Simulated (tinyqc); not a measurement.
## Trap density from the leakage

Inverse problem. Trap-assisted leakage is J = q Nt times the integral over x of the rate through one trap. Find Nt, the areal density Nt t and the mean in-plane spacing (Nt t)^(-1/2).

Parameters, values chosen for the exercise: thickness t = 5.8 nm.

Constants: q = 1.602176634e-19 C. Results are converted to the units shown.

J = 1.1751703e-10 A/cm^2
integral of the rate over x = 0.013583030 nm/s

Answer. J is proportional to Nt.

Nt = 5.400e17 cm^-3
Nt t = 3.132e11 cm^-2
in-plane spacing = 17.87 nm

Program tinyqc, `OMP_NUM_THREADS=1 python tinyqc.py 2370137 2370138 out.jsonl`; Intel Xeon 2.30GHz, shared host, one thread, about 0.05 s.
